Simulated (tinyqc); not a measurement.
Gain against bias and Miller's formula: avalanche multiplication and breakdown of a junction from ionisation integrals. Computed by tinyqc, a small Python program. Command: `OMP_NUM_THREADS=1 python tinyqc.py 3007032 3007033 out.jsonl impact walk`. One thread of a shared host (Intel(R) Xeon(R) Processor @ 2.30GHz), about 0.01 s of CPU time with the checks.

Ionisation coefficients follow the local field. Position x runs through the depletion layer from the p side (x = 0), where electrons enter, to the n side (x = w), where holes enter. The built-in voltage is neglected.

Inputs (values chosen for the exercise, modelled on diamond):
```
quantity                               value        unit
electron prefactor a_n              1.87e+08        1/cm
electron field b_n                  7.46e+07        V/cm
hole prefactor a_p                  4.89e+06        1/cm
hole field b_p                      1.44e+07        V/cm
exponent c                                 1           -
permittivity eps                         5.7           -
doping N of the lightly doped side   2.2e+17      1/cm^3
layer width W                           0.83  micrometre
```

Junction: punch-through p+ n- n+.

Constants: e = 1.602176634e-19 C; eps_0 = 8.8541878128e-12 F/m.

Method:
- alpha_n = a_n exp(-(b_n/F)^c), alpha_p = a_p exp(-(b_p/F)^c).
- Field F = F_m - e N x/(eps eps_0) over the layer, w = W, V = F_m W - e N W^2/(2 eps eps_0); valid while F > 0 at x = W.
- With Phi(x) = int_0^x (alpha_n - alpha_p) dx': 1 - 1/M_n = I_n = int_0^w alpha_n exp(-Phi) dx and M_p = M_n exp(-Phi(w)); trapezoid rule on 401 even points; breakdown at I_n = 1.
- Solve I_n(F_m) = 1.
- Miller's exponent n is defined by 1 - 1/M = (V/V_B)^n for the larger M.

breakdown voltage = 276.308 V

critical field F_m = 6.22741 MV/cm

Gain:
```
V/V_B   V (V)  F_m (MV/cm)     M_n         M_p  Miller exponent n
0.90   248.68       5.8945  1.1281  7.3107e+03          0.0012984
0.95   262.49       6.0610  1.4840  2.7378e+04          0.0007121
0.98   270.78       6.1608  2.7298  9.7563e+04          0.0005073
0.99   273.54       6.1941  4.8772  2.1852e+05          0.0004553
```

The larger gain starts at 7310 and reaches 219000 at 0.99. Miller's exponent runs from 4.6e-4 to 0.0013, so it is not a constant: a fit holds over a narrow range only. From the first row to the last the voltage grows by a factor 1.10 and the peak field by 1.05.

Extremes, crossings and ranges named in words are read from the listed rows.
